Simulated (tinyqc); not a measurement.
Gain for each load and current direction: deformation-potential model of the X valleys of a conduction band.

Valleys with axes along x, y and z, one whole valley each. Herring-Vogt shift of a valley with unit axis a: dE = Xd tr(e) + Xu a.e.a. Non-degenerate shares n_i = exp(-dE_i/kT)/sum_j exp(-dE_j/kT). Inverse mass tensor of a valley: (1 - a a)/mt + a a/ml; the masses are taken as independent of strain.

s11 = (C11 + C12)/((C11 - C12)(C11 + 2 C12)), s12 = -C12/((C11 - C12)(C11 + 2 C12)), s44 = 1/C44; exx = s11 sxx + s12 (syy + szz) and cyclic, exy = s44 sxy/2; tension is positive. A uniaxial stress X along the unit vector n is s_ij = X n_i n_j.

Constants: kB = 8.617333262e-05 eV/K.

Values chosen for the exercise (near those of GaP; the results hold for these values, not for the real material):
```
symbol  value  unit  meaning
ml      2.013  m0    longitudinal mass
mt      0.243  m0    transverse mass
Xd      1.47   eV    dilation potential
Xu      6.22   eV    uniaxial potential
C11     144.2  GPa
C12     59.3   GPa
C44     71.1   GPa
X1      0.8    GPa   size of the stress
T       200    K     temperature
```

Each load has the size X1. Gain m_c(0)/m_c - 1 in per cent from repopulation alone, m_c = 1/(u.M.u), M = sum_i n_i (inverse mass tensor); biaxial means sxx = syy.

Gain (%); + is tension, - compression:
```
load                [100]  [010]  [001]  [110]  [1-10]  [111]
uniaxial [110] (+)   24.8   24.8  -49.6   24.8    24.8    0.0
uniaxial [110] (-)  -15.5  -15.5   31.1  -15.5   -15.5    0.0
uniaxial [100] (+)   39.4  -19.7  -19.7    9.9     9.9    0.0
uniaxial [100] (-)  -75.1   37.6   37.6  -18.8   -18.8    0.0
uniaxial [111] (+)    0.0    0.0    0.0    0.0     0.0    0.0
uniaxial [111] (-)    0.0    0.0    0.0    0.0     0.0    0.0
biaxial (001) (+)    37.6   37.6  -75.1   37.6    37.6    0.0
biaxial (001) (-)   -19.7  -19.7   39.4  -19.7   -19.7    0.0
```

The largest gain is +39.4 %, for uniaxial [100] (+) with the current along [100] and biaxial (001) (-) with the current along [001]; for a [110] channel it is +37.6 %, under biaxial (001) (+). No gain or loss appears under uniaxial [111]: the valleys stay equivalent (in real silicon shear also changes the masses, which this model leaves out).

Computed by tinyqc, a small Python program: `OMP_NUM_THREADS=1 python tinyqc.py 1081551 1081552 out.jsonl` (the numbers bound the seed that draws the inputs); one thread of a shared host (Intel(R) Xeon(R) Processor @ 2.30GHz), about 0.03 s for the whole set of steps.
